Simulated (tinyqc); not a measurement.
Tunnelling through a gate dielectric with the two-band (Franz) dispersion, WKB transmission and Tsu-Esaki current: one step of the calculation.

Electrons leave the emitter at x = 0. Energies E (motion across the layers) are in eV from the emitter Fermi level; the collector Fermi level lies at -V and offers states at every E. No charge in the dielectric and no image force: F1 = V/t1, U = phi1 - F1 x. With C = hbar^2/(2 m0), kappa = sqrt(m u (1 - u/Egx)/C), u = U - E where U > E and 0 elsewhere; T(E) = exp(-S), S = 2 times the integral of kappa over x.

Problem. WKB exponent in closed form. Each layer adds (2/F) sqrt(m/C) [G(u at its left edge) - G(u at its right edge)] to S, with u = U - E (0 where negative) and G(u) = Egx^1.5 (th - sin(4 th)/4)/4, th = arcsin sqrt(u/Egx). The slope follows from 1/d = -dS/dE.

Values chosen for this exercise; dielectric values close to those of aluminium oxide:
```
symbol,value,unit,meaning
phi1,2.63,eV,barrier of layer 1 above the emitter Fermi level at zero bias
m1,0.42,m0,tunnelling mass of layer 1
t1,4.2,nm,thickness of layer 1
Egx,7.2,eV,"gap parameter of the two-band dispersion, set freely"
V,5.1,V,voltage across the dielectric
E,0,eV,energy of the electron followed
```

Constants: q = 1.602176634e-19 C, hbar = 1.054571817e-34 J s, m0 = 9.1093837015e-31 kg, hbar^2/(2 m0) = 0.0380998212 eV nm^2. Results are converted to the units shown.

Give: S; T(E); energy d over which T(E) grows by a factor e.

Solution.

S = 13.71
T(E) = 1.106e-6
energy d over which T(E) grows by a factor e = 0.1415 eV

The midpoint rule gives S = 13.842, so its T(E) is 12 % below this value. The band edge of layer 1 drops below E inside the layer: the barrier there is triangular (the Fowler-Nordheim case).

Computed by the program tinyqc: `OMP_NUM_THREADS=1 python tinyqc.py 2540165 2540166 out.jsonl`, one thread of a shared Intel Xeon 2.30GHz, about 0.03 s for the whole run.
